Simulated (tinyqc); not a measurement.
Inside a calculation. Method: CIS on RHF in the sto-3g basis, frozen core, for BeH2, spin multiplicity 1. One step of it, computed by the program tinyqc.

Task: CIS matrix, singlets. A(ia,jb) = (e_a - e_i) d_ij d_ab + 2 (ia|jb) - (ij|ab).

orbital energies (hartree): MO1 -4.519610, MO2 -0.457702, MO3 -0.421615, MO4 0.211823, MO5 0.211823, MO6 0.461873, MO7 0.945817

Two-electron integrals over orbitals (pq|rs), unique and non-zero (hartree); the lowest 1 orbital is frozen and left out:
```
p,q,r,s,(pq|rs)
2,2,2,2,0.398581
3,2,3,2,0.164439
3,3,2,2,0.411922
3,3,3,3,0.435087
4,2,4,2,0.049439
4,3,4,3,0.014664
4,4,2,2,0.369254
4,4,3,3,0.356622
4,4,4,4,0.449859
5,2,5,2,0.049439
5,3,5,3,0.014664
5,4,5,4,0.024249
5,5,2,2,0.369254
5,5,3,3,0.356622
5,5,4,4,0.401360
5,5,5,5,0.449859
6,2,2,2,-0.024698
6,2,3,3,-0.047681
6,2,4,4,0.052252
6,2,5,5,0.052252
6,2,6,2,0.077703
6,3,3,2,-0.094722
6,3,6,3,0.083461
6,4,4,2,0.047425
6,4,6,4,0.050907
6,5,5,2,0.047425
6,5,6,5,0.050907
6,6,2,2,0.397007
6,6,3,3,0.408042
6,6,4,4,0.367412
6,6,5,5,0.367412
6,6,6,2,-0.034928
6,6,6,6,0.411803
7,2,3,2,-0.044313
7,2,6,3,0.061218
7,2,7,2,0.056591
7,3,2,2,-0.005845
7,3,3,3,-0.021100
7,3,4,4,0.059228
7,3,5,5,0.059228
7,3,6,2,0.073027
7,3,6,6,-0.026409
7,3,7,3,0.082419
7,4,4,3,0.013769
7,4,7,4,0.016542
7,5,5,3,0.013769
7,5,7,5,0.016542
7,6,3,2,0.142832
7,6,6,3,-0.095408
7,6,7,2,-0.055751
7,6,7,6,0.140740
7,7,2,2,0.428278
7,7,3,3,0.447052
7,7,4,4,0.391182
7,7,5,5,0.391182
7,7,6,2,-0.036689
7,7,6,6,0.436047
7,7,7,3,-0.011101
7,7,7,7,0.489020
```

Give: CIS matrix A, singlet.

Result:

CIS matrix A, singlet (hartree):
```
,2>4,2>5,2>6,2>7,3>4,3>5,3>6,3>7
2>4,0.3992,0.0000,0.0000,0.0000,0.0000,0.0000,0.0000,0.0000
2>5,0.0000,0.3992,0.0000,0.0000,0.0000,0.0000,0.0000,0.0000
2>6,0.0000,0.0000,0.6780,0.0000,0.0000,0.0000,0.0000,0.0032
2>7,0.0000,0.0000,0.0000,1.0884,0.0000,0.0000,-0.0204,0.0000
3>4,0.0000,0.0000,0.0000,0.0000,0.3061,0.0000,0.0000,0.0000
3>5,0.0000,0.0000,0.0000,0.0000,0.0000,0.3061,0.0000,0.0000
3>6,0.0000,0.0000,0.0000,-0.0204,0.0000,0.0000,0.6424,0.0000
3>7,0.0000,0.0000,0.0032,0.0000,0.0000,0.0000,0.0000,1.0852
```
